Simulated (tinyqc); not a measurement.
Inside a calculation. Method: RKS/B3LYP (VWN-RPA form) in the sto-6g basis, for H3+, spin multiplicity 1. One step of it, computed by the program tinyqc.

Question. Iteration 4 (converged): orbitals. Diagonalise F' = X^T F X, C = X C', fill 1 alpha and 1 beta electrons from the bottom; D = 2 C_occ C_occ^T. Each column has its largest component positive (the first on a tie).

converged F (hartree), order 1H 1s, 2H 1s, 3H 1s:
$$\begin{pmatrix}
-0.598287 & -0.323180 & -0.323137 \\
-0.323180 & -0.598300 & -0.323336 \\
-0.323137 & -0.323336 & -0.598302
\end{pmatrix}$$

X, order 1H 1s, 2H 1s, 3H 1s:
$$\begin{pmatrix}
-0.105212 & 0.962559 & 0.459549 \\
0.886261 & -0.390101 & 0.459657 \\
-0.781115 & -0.572263 & 0.459632
\end{pmatrix}$$

Give: F' = X^T F X; orbital energies; coefficients C; D after iteration 4.

Answer.

F' = X^T F X (hartree):
$$\begin{pmatrix}
-0.3868 & 0.0000 & 0.0000 \\
0.0000 & -0.3870 & 0.0000 \\
0.0000 & 0.0000 & -0.7888
\end{pmatrix}$$

orbital energies (hartree): MO1 -0.7888, MO2 -0.3870, MO3 -0.3868

coefficients C, order 1H 1s, 2H 1s, 3H 1s:
$$\begin{pmatrix}
0.4596 & 0.9623 & -0.1074 \\
0.4596 & -0.3881 & 0.8871 \\
0.4596 & -0.5740 & -0.7798
\end{pmatrix}$$

D after iteration 4, order 1H 1s, 2H 1s, 3H 1s:
$$\begin{pmatrix}
0.4224 & 0.4225 & 0.4225 \\
0.4225 & 0.4225 & 0.4225 \\
0.4225 & 0.4225 & 0.4225
\end{pmatrix}$$
